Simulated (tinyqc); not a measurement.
## Bandgap voltage reference from two bipolar transistors: effect of the output resistor at T0

Two transistors of area 1 and N carry the same current I. Is(T) = Is (T/T0)^eta exp[(Vg0 q/kB)(1/T0 - 1/T)], VBE1 = Vt ln(I/Is(T)) + I rb, VBE2 = Vt ln(I/(N Is(T))) + I rb/N. The amplifier forces I R1(T) = VBE1 - VBE2 + Vos, with R(T) = R (1 + tc (T - T0)) for both resistors, and the output is Vref = VBE1 + I R2(T). Base currents and the Early effect are neglected.

Vt = kB T/q; I = (Vt ln N + Vos)/(R1(T) - rb (1 - 1/N)). Box coefficient: span of Vref between 233 and 398 K over its average over T and over 165 K. The last column is the R2 that gives zero slope at T0.

Inputs (values chosen for the exercise); values of the order met in silicon bipolar transistors: reference temperature T0 = 300 K; band-gap voltage extrapolated to 0 K Vg0 = 1.209 V; temperature exponent of the saturation current eta = 3.1; saturation current of the unit transistor at T0 Is = 3e-16 A; area ratio of the second transistor N = 8; resistor across which the difference of VBE falls, at T0 R1 = 2.8 kohm; temperature coefficient of both resistors tc = 0 ppm/K; offset of the amplifier Vos = 0 mV; series resistance of the unit transistor rb = 0 ohm.

Constants: q = 1.602176634e-19 C, kB = 1.380649e-23 J/K. Results are converted to the units shown.

Effect of the output resistor at T0:

| R2 (kohm) | I at T0 (uA) | Vref at T0 (V) | slope at T0 (uV/K) | box coefficient (ppm/K) | R2 for zero slope (kohm) |
|---|---|---|---|---|---|
| 29.71 | 19.20 | 1.214 | -165.4 | 142.5 | 32.29 |
| 30.68 | 19.20 | 1.232 | -103.4 | 89.73 | 32.29 |
| 31.65 | 19.20 | 1.251 | -41.28 | 38.71 | 32.29 |
| 32.29 | 19.20 | 1.263 | -0.3175 | 12.75 | 32.29 |
| 32.94 | 19.20 | 1.276 | 41.28 | 27.37 | 32.29 |
| 33.91 | 19.20 | 1.294 | 103.4 | 74.39 | 32.29 |
| 34.88 | 19.20 | 1.313 | 165.4 | 120.5 | 32.29 |

What does the comparison show?

As R2 goes from 29.71 to 34.88, Vref rises from 1.214 to 1.313 V and the box coefficient goes from 142 through a minimum of 12.7 (at R2 = 32.29 among the rows listed) to 120 ppm/K. One per cent in R2 moves the slope by 20.7 uV/K.

Program tinyqc, `OMP_NUM_THREADS=1 python tinyqc.py 2062137 2062138 out.jsonl`; Intel Xeon 2.30GHz, shared host, one thread, about 0.03 s.
